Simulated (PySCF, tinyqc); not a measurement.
Inside a calculation. Method: CIS and TDHF on RHF in the sto-3g basis, frozen core, for BeH+, spin multiplicity 1. The lowest restricted solution is unstable here: a spin-polarised one lies 0.0005 hartree lower (PySCF). One step of it, computed by the program tinyqc.

Question. CIS matrix, singlets. A(ia,jb) = (e_a - e_i) d_ij d_ab + 2 (ia|jb) - (ij|ab).

orbital energies (hartree): MO1 -5.000120, MO2 -0.669943, MO3 -0.255084, MO4 -0.129093, MO5 -0.129093, MO6 0.155143

Two-electron integrals over orbitals (pq|rs), unique and non-zero (hartree); the lowest 1 orbital is frozen and left out:
```
p,q,r,s,(pq|rs)
2,2,2,2,0.475380
3,2,2,2,-0.067194
3,2,3,2,0.053798
3,3,2,2,0.323615
3,3,3,2,0.033663
3,3,3,3,0.439644
4,2,4,2,0.044619
4,3,4,2,0.033540
4,3,4,3,0.049550
4,4,2,2,0.352753
4,4,3,2,0.033777
4,4,3,3,0.388426
4,4,4,4,0.449859
5,2,5,2,0.044619
5,3,5,2,0.033540
5,3,5,3,0.049550
5,4,5,4,0.024249
5,5,2,2,0.352753
5,5,3,2,0.033777
5,5,3,3,0.388426
5,5,4,4,0.401360
5,5,5,5,0.449859
6,2,2,2,0.029744
6,2,3,2,-0.053115
6,2,3,3,-0.016720
6,2,4,4,-0.066961
6,2,5,5,-0.066961
6,2,6,2,0.120041
6,3,2,2,-0.056633
6,3,3,2,0.048901
6,3,3,3,0.054330
6,3,4,4,0.030881
6,3,5,5,0.030881
6,3,6,2,-0.057591
6,3,6,3,0.065445
6,4,4,2,-0.026918
6,4,4,3,-0.009716
6,4,6,4,0.023328
6,5,5,2,-0.026918
6,5,5,3,-0.009716
6,5,6,5,0.023328
6,6,2,2,0.480472
6,6,3,2,-0.070498
6,6,3,3,0.350845
6,6,4,4,0.355892
6,6,5,5,0.355892
6,6,6,2,0.058898
6,6,6,3,-0.060441
6,6,6,6,0.519578
```

Give: CIS matrix A, singlet.

Answer.

CIS matrix A, singlet (hartree):
```
,2>3,2>4,2>5,2>6
2>3,0.1988,0.0000,0.0000,-0.0496
2>4,0.0000,0.2773,0.0000,0.0000
2>5,0.0000,0.0000,0.2773,0.0000
2>6,-0.0496,0.0000,0.0000,0.5847
```
